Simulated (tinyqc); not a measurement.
Worked calculation: CIS on RHF in the 6-31g basis, for H2, spin multiplicity 1. One step of it, computed by the program tinyqc.

Problem. CIS triplet states. Diagonalise A (1 hartree = 27.211386 eV); each vector has its largest component positive (the first on a tie).

CIS matrix A, triplet (hartree), order 1>2, 1>3, 1>4:
$$\begin{pmatrix}
0.294373 & 0.000000 & 0.139937 \\
0.000000 & 0.900324 & 0.000000 \\
0.139937 & 0.000000 & 1.164851
\end{pmatrix}$$

Give: triplet excitation energies; lowest vectors.

Solution.

triplet excitation energies (eV): [7.413, 24.499, 32.294]

lowest vectors, order 1>2, 1>3, 1>4:
$$\begin{pmatrix}
0.988 & 0.000 & 0.155 \\
0.000 & 1.000 & 0.000 \\
-0.155 & 0.000 & 0.988
\end{pmatrix}$$
